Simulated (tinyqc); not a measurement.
Worked calculation: longitudinal sound in a periodic multilayer: transfer matrices, stop bands and folded phonons. Computed by tinyqc, a small Python program that keeps every step. Command: `OMP_NUM_THREADS=1 python tinyqc.py 3015401 3015402 out.jsonl multilayer walk`. One thread of a shared host (Intel(R) Xeon(R) Processor @ 2.30GHz), about 0.01 s of CPU time with the checks. Intermediate numbers are printed to about 6 digits and carried at full precision; extremes and crossings named in words are read from the listed rows.

Layers 1 and 2 repeat with period d = d_1 + d_2; waves travel normal to the layers, without loss. State vector (u, s): displacement u and stress divided by omega. Impedances Z = rho v are in 1e6 kg/(m^2 s).

Inputs (values chosen for the exercise, modelled on copper (layer 1), tantalum (layer 2) and gallium arsenide (substrate)): density rho_1 = 8.79 g/cm^3; velocity v_1 = 4850 m/s; thickness d_1 = 9.47 nm; density rho_2 = 16.5 g/cm^3; velocity v_2 = 4110 m/s; thickness d_2 = 21.1 nm; substrate density = 5.42 g/cm^3; substrate velocity = 4810 m/s; periods N = 12; frequency f = 30 GHz; optical wave vector q d/pi = 0.081.

## Impedances, mean velocity and Bragg frequency

Z = rho v; interface reflection r = (Z_2 - Z_1)/(Z_2 + Z_1) (stress amplitude, from 1 into 2); Bragg frequency f_B = 1/[2 (d_1/v_1 + d_2/v_2)]; long-wave velocity v_eff = d/sqrt[(d_1/v_1)^2 + (d_2/v_2)^2 + (Z_1/Z_2 + Z_2/Z_1)(d_1/v_1)(d_2/v_2)].

Z_1 = 42.6315

Z_2 = 67.815

Z of the substrate = 26.0702

interface reflection r = 0.228015

Bragg frequency f_B = 70.5577 GHz

long-wave velocity v_eff = 4222.44 m/s

## Transfer matrix of one period

A layer maps (u, s) by [[cos p, sin p/Z], [-Z sin p, cos p]], p = 2 pi f d_i/v_i; one period is M = M_2 M_1, and cos(q d) = trace(M)/2.

phase p_1 = 0.368052 rad

phase p_2 = 0.967702 rad

M:
$$\begin{pmatrix}
0.342926 & 0.0161182 \\
-60.8111 & 0.0578373
\end{pmatrix}$$

trace(M)/2 = 0.200381

|trace/2| < 1: f lies in a pass band, with q d = 1.3690 rad (folded into 0 to pi).

## Transmission through N periods

For N periods A = M^N. A wave comes from a thick layer of material 1 and leaves into the substrate (Z_s): transmitted power T = 4 Z_1 Z_s/|Z_1 A_22 + Z_s A_11 - i (Z_1 Z_s A_12 - A_21)|^2, reflected power R = 1 - T.

A = M^N:
$$\begin{pmatrix}
-0.847399 & -0.0108559 \\
40.9572 & -0.655388
\end{pmatrix}$$

transmitted power T = 0.836499

T in decibel = -0.775346 dB

## The first stop band

Gap m contains m f_B; its edges, where trace(M)/2 = (-1)^m, are found by root search. Weak-contrast estimate of the width: (4 f_B/pi) |r sin(m pi a)|, a = (d_1/v_1)/(d_1/v_1 + d_2/v_2).

lower edge = 62.1821 GHz

upper edge = 77.8831 GHz

width/f_B = 22.2526 %

transmitted power at f_B = 5.03160e-04

## The first four gaps

The formulas are those given above.

Stop bands (GHz):
```
m  lower edge  upper edge    width  weak-contrast estimate
1      62.182      77.883  15.7009                 15.5988
2     131.136     151.431  20.2949                 20.2210
3     206.790     217.497  10.7070                 10.6141
4     278.651     285.176   6.5258                  6.4617
```

With a = 0.276, gap 2 is the widest and gap 4 the narrowest; gap m closes when m a is a whole number. The weak-contrast estimate misses the first width by -0.7 % at |r| = 0.23. Odd gaps open at the edge of the folded zone (q = pi/d), even ones at its centre.

## Mirror strength against the number of periods

The formulas are those given above.

Transmitted power:
```
N      T at f_B  T at f_B (dB)    T at f
1      0.729455       -1.37001  0.702566
2      0.463595       -3.33861  0.870305
3      0.260895       -5.83534  0.774015
4      0.137392       -8.62040  0.767243
6     0.0349735       -14.5626  0.699518
8    0.00856615       -20.6721  0.689764
12  5.03160e-04       -32.9829  0.836499
16  2.94508e-05       -45.3090  0.933696
24  1.00854e-07       -69.9631  0.695588
```

At f_B each further period removes 3.08 dB at large N; 99 % reflection needs N = 8 among these rows. At f, in a pass band, T does not decay with N. Values below about 1e-6 belong to the ideal stack: roughness and scattering into other modes, left out here, set a floor in a real one.

## Folded doublet seen in light scattering

Light transfers the wave vector q. Solve trace(M)/2 = cos(q d) on the first branch (Brillouin line) and on the two branches around 2 f_B (first folded doublet); 1/cm = 29.9792458 GHz.

Brillouin line = 5.59349 GHz

lower folded mode = 129.680 GHz

upper folded mode = 152.891 GHz

centre of the doublet = 4.71276 1/cm

splitting / twice the Brillouin frequency = 2.07482

The gap at 2 f_B and the contrast change the splitting from the value of a folded straight line, twice the Brillouin frequency.

Checks made by the program: trace against Rytov's formula cos p_1 cos p_2 - (1/2)(Z_1/Z_2 + Z_2/Z_1) sin p_1 sin p_2 (relative difference below 1e-10).
